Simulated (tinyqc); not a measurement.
# Sub-threshold conduction and electro-thermal threshold of an amorphous chalcogenide: threshold against ambient temperature

Trap-limited conduction: I = I0 exp(-Ea/kB T) sinh(q V dz/(2 ua kB T)), I0 = 2 q A Nt dz/ta. One lumped temperature T = T0 + Rt I V. The threshold is the largest V for which a steady state exists on the low-current branch.

The threshold is the first local maximum over T of the V that solves Rt I(V, T) V = T - T0.

Values chosen for this exercise; values of the order of Ge-Sb-Te and related chalcogenides:
- A = 1900 nm^2 (cross-section)
- ua = 36 nm (amorphous thickness)
- dz = 4 nm (distance between traps)
- Ea = 0.32 eV (activation energy)
- Nt = 2.6e19 cm^-3 (trap density)
- ta = 2e-14 s (attempt time)
- Rt = 1.2 K/uW (thermal resistance)

Constants: q = 1.602176634e-19 C, kB = 1.380649e-23 J/K. Results are converted to the units shown.

Threshold against ambient temperature:

| T0 (K) | Vth (V) | T - T0 (K) | Ith (uA) | field (MV/cm) |
|---|---|---|---|---|
| 230 | 3.626 | 61.98 | 14.24 | 1.007 |
| 260 | 3.439 | 74.99 | 18.17 | 0.9552 |
| 300 | 3.210 | 94.84 | 24.62 | 0.8917 |
| 330 | 3.054 | 112.0 | 30.57 | 0.8483 |
| 360 | 2.910 | 131.7 | 37.73 | 0.8084 |
| 400 | 2.738 | 163.6 | 49.79 | 0.7605 |

Vth falls from 3.63 to 2.74 V, on average -5.23 mV/K, and the rise at threshold rises from 62.0 to 164 K: a warmer layer conducts more and needs less field to reach runaway.

Range of the model: Purely electronic switching mechanisms, filaments and series resistance are left out.

tinyqc, about 0.01 s, one thread, Intel Xeon 2.30GHz (shared host): `OMP_NUM_THREADS=1 python tinyqc.py 2490128 2490129 out.jsonl`
